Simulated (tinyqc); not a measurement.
Worked calculation: CIS and TDHF on RHF in the sto-3g basis, for H3-, spin multiplicity 1. The basis has no diffuse functions, so it cannot describe the extra electron: this is an exercise in the method, not the real anion. Computed by tinyqc, a small Python program that keeps every step (integrals from PySCF). Settings: charge = -1, multiplicity = 1, basis = sto-3g, method = RHF, energy threshold = 1e-10, iteration cap = 56, orthogonalisation = canonical, start = atomic densities, DIIS depth = 6, TDHF = 1. Command: `OMP_NUM_THREADS=1 python tinyqc.py 30417 30418 out.jsonl` (the two numbers bound the seeds that draw the settings). One thread of a shared host (Intel(R) Xeon(R) Processor @ 2.60GHz), about 0.06 s of CPU time with the checks. Later iterations appear only in the table of the cycle.

## One-electron integrals

Geometry (angstrom):
```
atom        x        y         z
H     0.00000  0.00000   0.00000
H     0.00000  0.00000   1.17600
H     0.00000  0.73700  -0.96600
```

Basis sto-3g: exponents (1/bohr^2) and contraction coefficients of normalised primitives:
```
element  l (shell)  exponent  coefficient
H            s (1)   3.42525      0.15433
H            s (1)   0.62391      0.53533
H            s (1)   0.16886      0.44463
```

Overlap, kinetic and nuclear-attraction integrals over the contracted functions; the nuclear repulsion is the sum of Za Zb / Rab.

nuclear repulsion = 1.1191098 hartree

overlap S, order 1H 1s, 2H 1s, 3H 1s:
$$\begin{pmatrix}
1.00000 & 0.39923 & 0.37952 \\
0.39923 & 1.00000 & 0.07591 \\
0.37952 & 0.07591 & 1.00000
\end{pmatrix}$$

kinetic energy T (hartree), order 1H 1s, 2H 1s, 3H 1s:
$$\begin{pmatrix}
0.76003 & 0.05832 & 0.04959 \\
0.05832 & 0.76003 & -0.01147 \\
0.04959 & -0.01147 & 0.76003
\end{pmatrix}$$

nuclear attraction V (hartree), order 1H 1s, 2H 1s, 3H 1s:
$$\begin{pmatrix}
-2.09949 & -0.71412 & -0.67109 \\
-0.71412 & -1.90328 & -0.12429 \\
-0.67109 & -0.12429 & -1.89000
\end{pmatrix}$$

core Hamiltonian H = T + V (hartree), order 1H 1s, 2H 1s, 3H 1s:
$$\begin{pmatrix}
-1.33946 & -0.65581 & -0.62150 \\
-0.65581 & -1.14325 & -0.13576 \\
-0.62150 & -0.13576 & -1.12997
\end{pmatrix}$$

## Two-electron integrals

Functions are numbered as in S; the eight-fold symmetry (ij|kl) = (ji|kl) = (kl|ij) leaves the list below.

Two-electron integrals (ij|kl) in chemists' order, unique and non-zero (hartree):
```
(11|11) 0.77461   (21|11) 0.23563   (21|21) 0.09767   (22|11) 0.42456
(22|21) 0.23563   (22|22) 0.77461   (31|11) 0.22134   (31|21) 0.06499
(31|22) 0.11824   (31|31) 0.08742   (32|11) 0.04138   (32|21) 0.01512
(32|22) 0.03319   (32|31) 0.01440   (32|32) 0.00286   (33|11) 0.41376
(33|21) 0.12288   (33|22) 0.23332   (33|31) 0.22134   (33|32) 0.03319
(33|33) 0.77461
```

## Orthogonalisation

S = U s U^T; canonical form X = U s^(-1/2), so that X^T S X = 1. Each column of U has its largest component positive (the first on a tie).

eigenvalues of S: [0.48575, 0.92419, 1.59006]

X, order 1H 1s, 2H 1s, 3H 1s:
$$\begin{pmatrix}
1.04878 & -0.00754 & 0.54116 \\
-0.71554 & -0.71592 & 0.41784 \\
-0.66839 & 0.75461 & 0.40182
\end{pmatrix}$$

## Starting guess

The start is atomic minimal-basis densities projected into this basis (PySCF's MINAO start) and scaled to the electron count of each spin; this density is not idempotent, so its energy is not variational and may lie below the converged one.

D at the start, order 1H 1s, 2H 1s, 3H 1s:
$$\begin{pmatrix}
1.23048 & 0.12115 & 0.12004 \\
0.12115 & 1.28696 & 0.03362 \\
0.12004 & 0.03362 & 1.28961
\end{pmatrix}$$

## Iteration 1: building the Fock matrix

J_ij = sum D_kl (ij|kl), K_ij = sum D_kl (ik|jl); F = H + J - 0.5 K; E = tr D H + tr D J / 2 - 0.25 tr D K + E_nn.

Coulomb J (hartree), order 1H 1s, 2H 1s, 3H 1s:
$$\begin{pmatrix}
2.14613 & 0.79193 & 0.74768 \\
0.79193 & 1.90790 & 0.14375 \\
0.74768 & 0.14375 & 1.89348
\end{pmatrix}$$

exchange K (hartree), order 1H 1s, 2H 1s, 3H 1s:
$$\begin{pmatrix}
1.30617 & 0.69227 & 0.65494 \\
0.69227 & 1.18370 & 0.20606 \\
0.65494 & 0.20606 & 1.16904
\end{pmatrix}$$

Fock matrix F (hartree), order 1H 1s, 2H 1s, 3H 1s:
$$\begin{pmatrix}
0.15358 & -0.21001 & -0.20129 \\
-0.21001 & 0.17281 & -0.09504 \\
-0.20129 & -0.09504 & 0.17898
\end{pmatrix}$$

total energy of this density = -1.0595693 hartree

This density is the starting one; it is not idempotent, so its energy is not variational and may lie below the converged one.

## Iteration 1: diagonalisation and new density

Diagonalise F' = X^T F X, C = X C', fill 2 alpha and 2 beta electrons from the bottom; D = 2 C_occ C_occ^T. Each column has its largest component positive (the first on a tie).

F' = X^T F X (hartree):
$$\begin{pmatrix}
0.84387 & -0.00089 & 0.01857 \\
-0.00089 & 0.29321 & -0.00024 \\
0.01857 & -0.00024 & -0.11038
\end{pmatrix}$$

orbital energies (hartree): MO1 -0.11075, MO2 0.29321, MO3 0.84423

coefficients C, order 1H 1s, 2H 1s, 3H 1s:
$$\begin{pmatrix}
0.52066 & -0.00610 & 1.05912 \\
0.43128 & -0.71731 & -0.70611 \\
0.41517 & 0.75330 & -0.66167
\end{pmatrix}$$

D after iteration 1, order 1H 1s, 2H 1s, 3H 1s:
$$\begin{pmatrix}
0.54224 & 0.45784 & 0.42313 \\
0.45784 & 1.40108 & -0.72259 \\
0.42313 & -0.72259 & 1.47964
\end{pmatrix}$$

## Iteration 9 (converged): orbitals

converged F (hartree), order 1H 1s, 2H 1s, 3H 1s:
$$\begin{pmatrix}
0.13491 & -0.22379 & -0.21175 \\
-0.22379 & 0.13068 & -0.03278 \\
-0.21175 & -0.03278 & 0.14560
\end{pmatrix}$$

As before.

F' = X^T F X (hartree):
$$\begin{pmatrix}
0.88175 & -0.00737 & -0.00709 \\
-0.00737 & 0.18531 & 0.00518 \\
-0.00709 & 0.00518 & -0.11847
\end{pmatrix}$$

orbital energies (hartree): MO1 -0.11861, MO2 0.18532, MO3 0.88188

coefficients C, order 1H 1s, 2H 1s, 3H 1s:
$$\begin{pmatrix}
0.54850 & 0.01283 & 1.04491 \\
0.42487 & -0.71645 & -0.71086 \\
0.38437 & 0.75402 & -0.67922
\end{pmatrix}$$

D after iteration 9, order 1H 1s, 2H 1s, 3H 1s:
$$\begin{pmatrix}
0.60203 & 0.44770 & 0.44100 \\
0.44770 & 1.38763 & -0.75382 \\
0.44100 & -0.75382 & 1.43257
\end{pmatrix}$$

## Convergence

Stop when the energy changes by less than 1e-10 hartree and every element of the error matrix X^T (F D S - S D F) X is below 3e-06.

Course of the cycle:
```
iteration  E (hartree)     change  largest element of the error matrix
1           -1.0595693          -                             4.49e-03
2           -1.2839536  -2.24e-01                             4.73e-02
3           -1.2841597  -2.06e-04                             4.36e-02
4           -1.2850353  -8.76e-04                             2.17e-02
5           -1.2853145  -2.79e-04                             7.97e-04
6           -1.2853149  -3.83e-07                             7.26e-05
7           -1.2853149  -2.59e-09                             3.22e-05
8           -1.2853149  -6.34e-10                             4.11e-08
9           -1.2853149  -4.44e-16                             7.62e-11
```

PySCF RHF in the same basis = -1.2853149 hartree

Converged in 9 iterations.

## Populations, bond orders and dipole

Mulliken: Z minus the diagonal of D S on the atom; Loewdin: the same with S^(1/2) D S^(1/2); Mayer order: 2 sum_s sum (D(s) S)_ij (D(s) S)_ji over the two atoms.

Charges (e):
```
atom  Mulliken   Loewdin
1H     0.05187   0.05443
2H    -0.50915  -0.50974
3H    -0.54272  -0.54470
```

Mayer bond orders:
```
pair    order
2-1   0.51631
3-1   0.48100
3-2   0.22446
```

dipole moment about the origin, x y z (debye): [0.00000, -1.92122, -0.35777]

## Integrals over molecular orbitals

(pq|rs) = sum C_ip C_jq C_kr C_ls (ij|kl), one index at a time.

one-electron integrals over orbitals h = C^T H C (hartree):
$$\begin{pmatrix}
-1.38835 & -0.00099 & -0.10464 \\
-0.00099 & -1.08278 & -0.00211 \\
-0.10464 & -0.00211 & -0.83614
\end{pmatrix}$$

Two-electron integrals over orbitals (pq|rs), unique and non-zero (hartree):
```
(11|11) 0.51841    (21|11) -0.01039   (21|21) 0.15605    (22|11) 0.45369
(22|21) 0.01138    (22|22) 0.51676    (31|11) 0.07437    (31|21) 0.00746
(31|22) -0.05606   (31|31) 0.14369    (32|11) 0.01136    (32|21) -0.14239
(32|22) -0.01314   (32|31) -0.00262   (32|32) 0.14556    (33|11) 0.53610
(33|21) -0.00418   (33|22) 0.46754    (33|31) 0.09083    (33|32) 0.00663
(33|33) 0.58275
```

## CIS matrix, singlets

A(ia,jb) = (e_a - e_i) d_ij d_ab + 2 (ia|jb) - (ij|ab).

CIS matrix A, singlet (hartree), order 1>3, 2>3:
$$\begin{pmatrix}
0.75178 & -0.00106 \\
-0.00106 & 0.52015
\end{pmatrix}$$

## CIS singlet states

dipole integrals <i|r|a> (bohr), order 1>3, 2>3:
$$\begin{pmatrix}
0.00000 & -0.38562 & -0.18917 \\
0.00000 & -0.50997 & 1.45993
\end{pmatrix}$$

Diagonalise A (1 hartree = 27.211386 eV); each vector has its largest component positive (the first on a tie). The transition dipole is mu = sqrt2 sum c_ia <i|r|a>.

singlet excitation energies (eV): [14.15378, 20.45698]

lowest vectors, order 1>3, 2>3:
$$\begin{pmatrix}
0.00458 & 0.99999 \\
0.99999 & -0.00458
\end{pmatrix}$$

oscillator strengths 2/3 w |mu|^2: [1.65800, 0.18570]

## TDHF (RPA) singlet states

B(ia,jb) = 2 (ia|jb) - (ib|ja); the squared energies are the eigenvalues of (A - B)(A + B); 1 hartree = 27.211386 eV.

TDHF matrix B, singlet (hartree), order 1>3, 2>3:
$$\begin{pmatrix}
0.14369 & -0.00262 \\
-0.00262 & 0.14556
\end{pmatrix}$$

squared energies w^2 (hartree^2): [0.24936, 0.54451]

TDHF energies from the positive w^2 (eV): [13.58822, 20.07958]

## CIS matrix, triplets

A(ia,jb) = (e_a - e_i) d_ij d_ab - (ij|ab).

CIS matrix A, triplet (hartree), order 1>3, 2>3:
$$\begin{pmatrix}
0.46439 & 0.00418 \\
0.00418 & 0.22902
\end{pmatrix}$$

## CIS triplet states

Diagonalise A (1 hartree = 27.211386 eV); each vector has its largest component positive (the first on a tie).

triplet excitation energies (eV): [6.22993, 12.63868]

lowest vectors, order 1>3, 2>3:
$$\begin{pmatrix}
-0.01776 & 0.99984 \\
0.99984 & 0.01776
\end{pmatrix}$$

## TDHF (RPA) triplet states

B(ia,jb) = - (ib|ja); the squared energies are the eigenvalues of (A - B)(A + B); 1 hartree = 27.211386 eV.

TDHF matrix B, triplet (hartree), order 1>3, 2>3:
$$\begin{pmatrix}
-0.14369 & 0.00262 \\
0.00262 & -0.14556
\end{pmatrix}$$

squared energies w^2 (hartree^2): [0.03119, 0.19510]

TDHF energies from the positive w^2 (eV): [4.80592, 12.01928]
